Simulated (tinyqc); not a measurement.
Thin-film optics by transfer matrices, step by step. Values are carried at full precision from step to step, so a last printed digit may differ when a step is redone from the rounded ones.

Indices N = n + i k. Snell: N0 sin(theta) = N_j sin(theta_j), with Im(N_j cos theta_j) >= 0. Admittance y_j = N_j cos theta_j for s and N_j/cos theta_j for p. Phase delta_j = 2 pi N_j cos theta_j d_j/lambda. Layer matrix [[cos delta, -i sin delta/y], [-i y sin delta, cos delta]], multiplied from the top down to M. (B, C) = M (1, y_sub); r = (y0 B - C)/(y0 B + C), R = |r|^2, T = 4 Re y0 Re y_sub/|y0 B + C|^2, absorbed in the films 1 - R - T.

Inputs chosen for the exercise (indices near those of resist, ARC, SiO2 on Si; shifted at random, so the results belong to these values and not to a real crystal): lam = 365 nm (vacuum wavelength); n0 = 1 (ambient index); n = (1.682, 1.765, 1.469, 6.449) (n of resist, ARC, SiO2, substrate); k = (0.026, 0.295, 0, 2.8) (k in the same order); d = (173, 51.2, 66.9) nm (thicknesses, top first); theta = 45 degrees (angle of incidence); pol = p (polarisation).

## Angles, admittances and phases

Form cos theta_j, y_j and delta_j.

cos theta_j: ambient 0.7071, film 1 0.9074+0.0030i, film 2 0.9236+0.0275i, film 3 0.8765, substrate 0.9965+0.0037i

y_j: ambient 1.4142, film 1 1.8537+0.0225i, film 2 1.9187+0.2623i, film 3 1.6759, substrate 6.4817+2.7856i

delta_j (rad): film 1 4.5451+0.0853i, film 2 1.4297+0.2829i, film 3 1.4829

## Layer matrices and their product

Form each matrix and multiply from the top down.

matrix of film 1:
```
[[-0.1671+0.0842i, -0.0012+0.5339i],
 [-0.0486+1.8342i, -0.1671+0.0842i]]
```

matrix of film 2:
```
[[0.1463-0.2838i, -0.0514-0.5298i],
 [0.3475-1.9656i, 0.1463-0.2838i]]
```

matrix of film 3:
```
[[0.0878, -0.5944i],
 [-1.6695i, 0.0878]]
```

M:
```
[[0.3636-0.3198i, 0.1652-0.6089i],
 [0.0399-1.5692i, 0.4659-0.3699i]]
```

Each matrix has determinant 1, and so has M.

## Reflection and transmission

Close the stack on the substrate.

B, C: [3.1303-3.8064i, 4.0900-2.6689i]

r = 0.1800-0.1485i
R = 0.0545
T into the substrate = 0.2669
absorbed in the films = 0.6786

The bare substrate would reflect 0.4770.

## Ellipsometric angles

Ellipsometry: rho = tan(Psi) exp(i Delta) = -conj(r_p/r_s) with the r of the admittance formula, Delta in 0 to 360 degrees, so that a bare dielectric at small angles gives Delta = 180.

Repeat the steps for both polarisations.

r_s = -0.0303-0.1817i
r_p = 0.1800-0.1485i
Psi = 51.71 degrees
Delta = 120.05 degrees

## Checks

- R against the recursion of Airy sums from the substrate up: both 0.054450.

Program tinyqc; command `OMP_NUM_THREADS=1 python tinyqc.py 1651778 1651779 out.jsonl`; about 0.01 s on one thread of a shared Intel(R) Xeon(R) Processor @ 2.30GHz.
